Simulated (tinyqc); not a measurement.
Ground and coupling capacitance from two measurements.

Inverse problem. A line has Cg to the planes and Cc to each of two neighbours. Find Cg, Cc, the load when both neighbours switch in antiphase, and the pulse on the line when it floats and both neighbours swing by Vx.

Inputs (values chosen for the exercise): swing Vx = 0.8 V.

capacitance with neighbours driven alike and with neighbours grounded (aF/um): [73, 121]

Solution. Driven alike, Cc carries no charge, which leaves Cg; grounded neighbours give Cg + 2 Cc, antiphase Cg + 4 Cc; a floating line divides the swing as 2 Cc/(Cg + 2 Cc).

Cg = 73.00 aF/um
Cc = 24.00 aF/um
load in antiphase = 169.0 aF/um
pulse = 0.3174 V

Computed by the program tinyqc: `OMP_NUM_THREADS=1 python tinyqc.py 2790223 2790224 out.jsonl`, one thread of a shared Intel Xeon 2.30GHz, about 0.9 s for the whole run.
